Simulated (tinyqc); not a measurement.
Rigid-ion and shell models of the dielectric response of an ionic crystal: one step, computed by the program tinyqc.

Charges +Z and -Z; 6 nearest neighbours, Madelung constant M = 1.747565, volume per ion pair Omega = 2.000000 d^3. Energy per pair U = -M Z^2 e2/d + 6 A exp(-d/rho), e2 = e^2/(4 pi eps_0). In the shell model the anion is a core of charge Y - Z and a massless shell of charge -Y, joined by the spring k; the repulsion acts on the shell. Each ion feels the Lorentz field E + (4 pi/3) P (Gaussian units).

Question. Shell model: lattice response. mu lambda_TO = R' - (4 pi e2/(3 Omega)) Z_S^2/(1 - b); mu lambda_LO = mu lambda_TO + 4 pi e2 Z*^2/(eps_inf Omega); eps_s = eps_inf lambda_LO/lambda_TO. lambda in eV/(angstrom^2 u) gives the wavenumber 15.6333042 x 33.35640952 x sqrt(lambda); mu is the reduced mass.

Inputs (values chosen for the exercise, for a model crystal): cation mass = 136 u; anion mass = 14.007 u.

Structure: rock salt.

anion polarisability alpha_- = 4.575476 angstrom^3

Szigeti charge Z_S = 0.8497664 e

softened spring R' = 1.229184 eV/angstrom^2

b = 0.3690775

eps_inf = 2.754942

Born charge Z* = 1.346863 e

volume Omega = 71.22258 angstrom^3

Constants: e^2/(4 pi eps_0) = 14.39964548 eV angstrom; nu for 1 eV/(angstrom^2 u) = 15.6333042 THz; 1 THz = 33.35640952 1/cm.

Give: mu lambda_TO; omega_TO; omega_LO; eps_s; share of R' left after the dipole term.

Answer.

mu lambda_TO = 0.25991 eV/angstrom^2

omega_TO = 74.603 1/cm

omega_LO = 203.44 1/cm

eps_s = 20.487

share of R' left after the dipole term = 0.21145

The dipole field cancels 79 % of the short-range spring: a soft TO mode and a high static constant go together.
